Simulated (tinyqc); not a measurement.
Flow curve at three pumping speeds: Berg model of reactive sputtering of a nitride or oxide: poisoning, hysteresis and pumping speed. Computed by tinyqc, a small Python program. Command: `OMP_NUM_THREADS=1 python tinyqc.py 3008990 3008991 out.jsonl berg walk`. One thread of a shared host (Intel(R) Xeon(R) Processor @ 2.30GHz), about 0.02 s of CPU time with the checks.

A diatomic gas reacts with bare metal on the target and on the collecting surfaces; ions remove metal and compound from the target. theta_t and theta_c are the compound fractions.

Inputs (values chosen for the exercise, close to those used for aluminium oxide):
```
quantity,value,unit
ion current density J,32,mA/cm^2
target area A_t,280,cm^2
collecting area A_c,4000,cm^2
metal yield Y_m,0.97,-
compound yield Y_c,0.043,-
sticking coefficient alpha,0.16,-
reactive atoms per metal atom z,1.5,-
gas mass M,32,u
pumping speed S,490,l/s
gas temperature T,300,K
```

Constants: e = 1.602176634e-19 C; u = 1.6605390666e-27 kg; k_B = 1.380649e-23 J/K.

Method. Ion flux j = J/e; gas flux F = P/sqrt(2 pi M k_B T). Target: (2/z) alpha F (1 - theta_t) = j Y_c theta_t. Sputtered flows F_c = j Y_c theta_t A_t, F_m = j Y_m (1 - theta_t) A_t. Collector: (2/z) alpha F (1 - theta_c) A_c + F_c (1 - theta_c) = F_m theta_c. Gas use Q = alpha F [(1 - theta_t) A_t + (1 - theta_c) A_c] + P S/(k_B T); 1 sccm = 4.4780e17 molecules/s. Rate R = F_m + F_c, given relative to j Y_m A_t. P is a single-valued function of the flow Q only if dQ/dP > 0 everywhere: S must exceed k_B T times the steepest fall of the surface terms with P.

pressure of the steepest fall = 0.0363519 Pa

critical pumping speed = 436.429 l/s

Pressure as the free variable:
```
P (Pa),theta_t,theta_c,relative rate,Q at S_c/4 (sccm),Q at S_c (sccm),Q at 2 S_c (sccm)
0.0018,0.10733,0.08310,0.89743,6.881,7.199,7.62
0.0036,0.19385,0.16637,0.81474,12.527,13.162,14.01
0.0073,0.32779,0.32478,0.68675,20.694,21.982,23.70
0.0130,0.46477,0.51596,0.55583,26.821,29.115,32.17
0.0220,0.59507,0.70268,0.43131,28.830,32.712,37.89
0.0360,0.70629,0.84106,0.32502,26.954,33.307,41.78
0.0580,0.79484,0.92384,0.24040,23.590,33.825,47.47
0.0910,0.85873,0.96493,0.17934,21.076,37.135,58.55
0.1500,0.90925,0.98599,0.13105,20.564,47.035,82.33
0.2900,0.95091,0.99603,0.09124,25.316,76.494,144.73
```

What does the comparison show, and why?

At S_c/4 the flow falls with pressure in 4 of the intervals: as the target poisons, less metal arrives to getter the gas. At 2 S_c it rises throughout. Coverages and rate depend on P alone, not on S. The collector converts before the target (theta_c = 0.70 at theta_t = 0.60), since the metal is spread over a larger area and no ions clean it. The rate tends to Y_c/Y_m = 0.044.
